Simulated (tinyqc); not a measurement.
Worked calculation: Hueckel theory of the pi electrons with the omega technique, for the molecule C=CC=CC=CC=C (SMILES; centres numbered as the heavy atoms are written). One step of it, computed by the program tinyqc.

Task: Energy, charges, bond orders. E = sum n x; q_r = z_r - P_rr; bond order p = P_rs; free valence = sqrt(3) - sum of p over the bonds of the atom.

x values: 1.879385  1.532089  1.000000  0.347296  -0.347296  -1.000000  -1.532089  -1.879385

occupations: 2.000000  2.000000  2.000000  2.000000  0.000000  0.000000  0.000000  0.000000

charge and bond-order matrix P, lower triangle:
```
,1C,2C,3C,4C,5C,6C,7C,8C
1C,1.000000
2C,0.862086,1.000000
3C,0.000000,0.494818,1.000000
4C,-0.367267,0.000000,0.758105,1.000000
5C,0.000000,-0.103980,0.000000,0.528752,1.000000
6C,0.263287,0.000000,-0.333333,0.000000,0.758105,1.000000
7C,0.000000,0.033934,0.000000,-0.103980,0.000000,0.494818,1.000000
8C,-0.229353,0.000000,0.263287,0.000000,-0.367267,0.000000,0.862086,1.000000
```

Centres:
```
centre,"z_r, pi electrons of the neutral centre",h
1C,1,0.000000
2C,1,0.000000
3C,1,0.000000
4C,1,0.000000
5C,1,0.000000
6C,1,0.000000
7C,1,0.000000
8C,1,0.000000
```

Bonds:
```
i,j,k
1,2,1
2,3,1
3,4,1
4,5,1
5,6,1
6,7,1
7,8,1
```

Give: pi energy = 8 alpha + this times beta; pi charges; Bond orders and lengths from R = 1.517 - 0.180 p; free valence of the carbons; gap between the highest filled and the next level.

Result:

pi energy = 8 alpha + this times beta = 9.5175

pi charges: 1C 0.0000, 2C 0.0000, 3C 0.0000, 4C 0.0000, 5C 0.0000, 6C 0.0000, 7C 0.0000, 8C 0.0000

Bond orders and lengths from R = 1.517 - 0.180 p (angstrom, C-C alone):
```
bond,p,R
1-2,0.8621,1.3618
2-3,0.4948,1.4279
3-4,0.7581,1.3805
4-5,0.5288,1.4218
5-6,0.7581,1.3805
6-7,0.4948,1.4279
7-8,0.8621,1.3618
```

free valence of the carbons: 1C 0.8700, 2C 0.3751, 3C 0.4791, 4C 0.4452, 5C 0.4452, 6C 0.4791, 7C 0.3751, 8C 0.8700

gap between the highest filled and the next level = 0.6946 |beta|
